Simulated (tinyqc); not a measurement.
## Van der Pauw, Hall and four-point-probe measurements on a doped layer: correction factor against the shape of the sample

A uniform p-type layer with sheet resistance Rs = 1/(q ns mu), point contacts, low field (mu B small).

Rs = 1/(q ns mu). For a rectangle with contacts at the corners, RA = (8 Rs/pi) sum_(k>=0) ln coth((2k + 1) pi a/(2 b)) with current along a short side b and voltage along the opposite one, RB the same with a and b exchanged. ar = a/b. F = Rs/[(pi/ln 2)(RA + RB)/2]; small-asymmetry estimate 1 - (ln 2/2) d^2 - ((ln 2)^2/4 - (ln 2)^3/12) d^4 with d = (RB - RA)/(RB + RA).

Values chosen for this exercise:
```
symbol  value        unit                     meaning
ns       4e13       cm^-2  sheet density of the layer
mu         40  cm^2/(V s)              drift mobility
```

Constants: q = 1.602176634e-19 C. Results are converted to the units shown.

Results:
```
ar    RA (ohm)  RB (ohm)   RB/RA        F  estimate of F
1       860.69    860.69  1.0000   1.0000         1.0000
1.14    553.60    1269.6  2.2933  0.94416        0.94436
1.29    345.36    1757.6  5.0894  0.81853        0.82491
1.43    222.41    2244.9  10.094  0.69766        0.72542
1.57    143.25    2752.6  19.215  0.59443        0.65773
1.86    57.598    3841.7  66.699  0.44146        0.59168
2       37.101    4377.6  117.99  0.38992        0.57867
```

Estimate the missing row, ar = 1.71.

Computed row:
```
ar    RA (ohm)  RB (ohm)   RB/RA        F  estimate of F
1.71    92.272    3273.7  35.479  0.51141        0.61668
```

With this row back in the table: RB/RA rises from 1.00 to 118 and F falls from 1.00 to 0.390. The estimate is 0.78 % above F at a/b = 1.29 and 48 % above it in the last row. RA shrinks about as exp(-pi a/b): by a factor of 1.55 between the last two rows, against 1.55.

tinyqc, about 0.01 s, one thread, Intel Xeon 2.30GHz (shared host): `OMP_NUM_THREADS=1 python tinyqc.py 2850191 2850192 out.jsonl`
